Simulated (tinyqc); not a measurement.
Donor level screened by free carriers (Yukawa potential): one step. One-parameter trial function. Three cases, with inputs chosen for the exercise.

Question. For exp(-z r): E(z) = z^2 - 8 z^3/(2z + x)^2 in Ry*. Scan z = 0.5, 0.6, ..., 1.1, then minimise; first order gives -1 + 2x.

Potential -(q/(eps r)) exp(-ks r), q = e^2/(4 pi eps0). In units Ry* = Ry m/eps^2 and a* = a0 eps/m the problem is [-Laplacian - 2 exp(-x r)/r] psi = E psi with x = ks a*.

Give: Scan (Ry*); best z; E; binding.

Case 1.

x = 0.277121
Ry* = 31.30273 meV

Answer.

Scan (Ry*):
```
z    kinetic  potential        E
0.5   0.2500    -0.6131  -0.3631
0.6   0.3600    -0.7920  -0.4320
0.7   0.4900    -0.9756  -0.4856
0.8   0.6400    -1.1625  -0.5225
0.9   0.8100    -1.3517  -0.5417
1.0   1.0000    -1.5428  -0.5428
1.1   1.2100    -1.7353  -0.5253
```

best z = 0.956
E = -0.5446 Ry*
binding = 17.05 meV

First order in x would give -0.446 Ry*, a rigid shift by q ks/eps; it overstates the loss of binding by 0.099 Ry*.

Case 2.

x = 0.425151
Ry* = 29.31419 meV

Answer.

Scan (Ry*):
```
z    kinetic  potential        E
0.5   0.2500    -0.4924  -0.2424
0.6   0.3600    -0.6543  -0.2943
0.7   0.4900    -0.8237  -0.3337
0.8   0.6400    -0.9987  -0.3587
0.9   0.8100    -1.1779  -0.3679
1.0   1.0000    -1.3602  -0.3602
1.1   1.2100    -1.5451  -0.3351
```

best z = 0.905
E = -0.3679 Ry*
binding = 10.78 meV

First order in x would give -0.150 Ry*, a rigid shift by q ks/eps; it overstates the loss of binding by 0.218 Ry*.

Case 3.

x = 0.388619
Ry* = 5.15337 meV

Answer.

Scan (Ry*):
```
z    kinetic  potential        E
0.5   0.2500    -0.5186  -0.2686
0.6   0.3600    -0.6847  -0.3247
0.7   0.4900    -0.8577  -0.3677
0.8   0.6400    -1.0358  -0.3958
0.9   0.8100    -1.2175  -0.4075
1.0   1.0000    -1.4022  -0.4022
1.1   1.2100    -1.5890  -0.3790
```

best z = 0.919
E = -0.4078 Ry*
binding = 2.10 meV

First order in x would give -0.223 Ry*, a rigid shift by q ks/eps; it overstates the loss of binding by 0.185 Ry*.

Computed by tinyqc, one run a case: `OMP_NUM_THREADS=1 python tinyqc.py N N+1 out.jsonl` with N = 1281403, 1281509, 1281526; one thread of a shared Intel(R) Xeon(R) Processor @ 2.30GHz, about 0.02 s a run at most.
